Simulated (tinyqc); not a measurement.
From a target to a composition: model-solid line-up of a strained alloy layer on a substrate.

Problem. A layer of the alloy is strained to the substrate, and its gap (Ec minus the top valence edge) is given. Find x between 0.57 and 0.98, where the gap is monotonic.

All values of the alloy are linear in x but the gap, Eg(x) = (1 - x) Eg_A + x Eg_B - C x (1 - x), and the valence edge, Ev(x) = (1 - x) Ev_A + x Ev_B + fv C x (1 - x); Ec = Ev + Eg. Ev is the top of the unstrained valence band on a scale common to all materials. In the layer only the Gamma valley of the conduction band is followed, also where an X or L valley would lie lower.

Coherent growth on a (001) face: e_par = (a_s - a)/a, e_perp = -2 (C12/C11) e_par; exx = eyy = e_par, ezz = e_perp, no shear.

Strained edges: Ec + ac tr(e); the valence edges are Ev plus the levels of the 6 x 6 matrix of X, Y, Z times spin with -Dso/3 + l exx + m (eyy + ezz) on the diagonal (cyclic), n exy off it, l = av + 2 b, m = av - b, n = sqrt(3) d. Spin-orbit term (Dso/3) L.sigma on X, Y, Z with (L_k)_ij = -i epsilon_kij: <X+|H|Y+> = -i Dso/3, <X+|H|Z-> = Dso/3, <Y+|H|Z-> = -i Dso/3, <Z+|H|X-> = -Dso/3, <Z+|H|Y-> = i Dso/3, <X-|H|Y-> = i Dso/3, and their conjugates; + and - are the spin along z.

Values chosen for the exercise (A near InSb, B near InAs, substrate near InAs; the results hold for these values, not for the real material):
- a = (6.486, 6.051) angstrom (lattice constant of A, B)
- Eg = (0.233, 0.417) eV (gap at Gamma to the s-like level of A, B)
- Dso = (0.808, 0.394) eV (spin-orbit splitting of A, B)
- Ev = (0, -0.59) eV (top of the unstrained valence band of A, B)
- ac = (-6.89, -5.02) eV (conduction deformation potential of A, B)
- av = (0.35, 1) eV (valence hydrostatic potential of A, B)
- b = (-2.01, -1.81) eV (tetragonal shear potential of A, B)
- d = (-4.72, -3.62) eV (trigonal shear potential of A, B)
- C11 = (68.6, 82.3) GPa (of A, B)
- C12 = (37.6, 44.8) GPa (of A, B)
- C44 = (30.9, 39.1) GPa (of A, B)
- C = 0.656 eV (bowing of the gap)
- fv = 0.7 (share of the bowing taken by the valence edge)
- a_s = 6.051 angstrom (substrate)
- face = 001 (growth face)

strained gap = 0.382864 eV

Find: x; e_par; gap of the relaxed alloy.

Solution. Bisect on x; the strained gap is 0.2364 eV at x = 0.57 and 0.4029 eV at x = 0.98.

x = 0.950
e_par = -0.358 %
gap of the relaxed alloy = 0.377 eV

(tinyqc, `OMP_NUM_THREADS=1 python tinyqc.py 1050530 1050531 out.jsonl`, Intel(R) Xeon(R) Processor @ 2.30GHz, 1 thread, shared host, about 0.01 s.)
